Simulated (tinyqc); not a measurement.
A spin-degenerate level with charging energy between two leads, rate equations: one step of the calculation.

States 0, up, down and 2 with energies 0, e1 - Ez/2, e1 + Ez/2 and 2 e1 + U. mu_L = +V/2, mu_R = -V/2 (meV), f(x) = 1/(1 + exp(x/kB T)). A transition that adds one electron of given spin at the energy E has the rate G f(E - mu) from each lead, and its reverse G [1 - f(E - mu)]. I counts electrons leaving the left lead, times q.

Task. Rate matrix. dp/dt = W p; W_ji is the rate from state i to j, and each column sums to zero.

Inputs (values chosen for the exercise):
- GL = 0.051 1/ns (tunnel rate to the left lead)
- GR = 0.18 1/ns (tunnel rate to the right lead)

```
transition         fL          fR
0-up        1.0000000  0.99997703
0-down      1.0000000  0.99997703
up-2        0.9786311  0.00155985
down-2      0.9786311  0.00155985
```

Wanted: W.

Result.

W (1/ns):
```
             0        up      down         2
0     -0.46199   0.00000   0.00000   0.00000
up     0.23100  -0.05020   0.00000   0.18081
down   0.23100   0.00000  -0.05020   0.18081
2      0.00000   0.05019   0.05019  -0.36162
```

Range of the model: Rate equations need hbar G well below kB T; cotunnelling and the Kondo effect are left out.

Computed by the program tinyqc: `OMP_NUM_THREADS=1 python tinyqc.py 2780117 2780118 out.jsonl`, one thread of a shared Intel Xeon 2.30GHz, about 0.01 s for the whole run.
